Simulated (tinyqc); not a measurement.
Resistance of a tapered via with liner, size effect and interface: one step of the calculation.

A round via whose diameter grows from db at the bottom as D(z) = db + 2 z/tan(ang). The fill, of diameter D - 2 tl, starts above the bottom liner (thickness fb tl) and has rho = rho0 (1 + ks lam/(D - 2 tl)); the sidewall liner conducts in parallel with it. The bottom liner and the interface are crossed over the full area pi db^2/4. Spreading in the lines above and below is left out.

Task. Total resistance. R_fill = sum of the slices; R_bottom = rl fb tl/(pi db^2/4); R_interface = ri/(pi db^2/4); ballistic (Sharvin) limit 1/(Sb pi (db - 2 tl)^2/4); ideal cylinder rho0 hv/(pi db^2/4).

Parameters, values chosen for the exercise; fill metal close to ruthenium:

| symbol | value | unit | meaning |
|---|---|---|---|
| db | 12 | nm | diameter at the bottom |
| hv | 42 | nm | height |
| rho0 | 7.76 | uohm cm | bulk resistivity of the fill |
| tl | 0.4 | nm | liner on the sidewall |
| fb | 0.7 |  | liner at the bottom over that on the sidewall |
| rl | 250 | uohm cm | resistivity of the liner |
| ri | 9.8e-13 | ohm cm^2 | interface resistivity at the bottom |
| Sb | 1.5e15 | S/m^2 | ballistic conductance per area, about 3/(4 rho0 lam) |

slice resistance, slice 0 to 5 (ohm): 8.0920107  7.3419620  6.6896134  6.1189337  5.6170166  5.1733831

Wanted: parts; R; shares; ballistic limit; ideal cylinder.

Result.

parts (ohm): fill 39.033, bottom liner 6.1894, interface 0.86651
R = 46.089 ohm
shares (%): fill 84.691, bottom liner 13.429, interface 1.880
ballistic limit = 6.7668 ohm
ideal cylinder = 28.818 ohm

The fill is the largest part, and R is 1.60 times the ideal cylinder. With 2000 slices R = 46.108 ohm.

Numbers from tinyqc (`OMP_NUM_THREADS=1 python tinyqc.py 2750063 2750064 out.jsonl`; about 0.01 s on one thread of a shared Intel Xeon 2.30GHz).
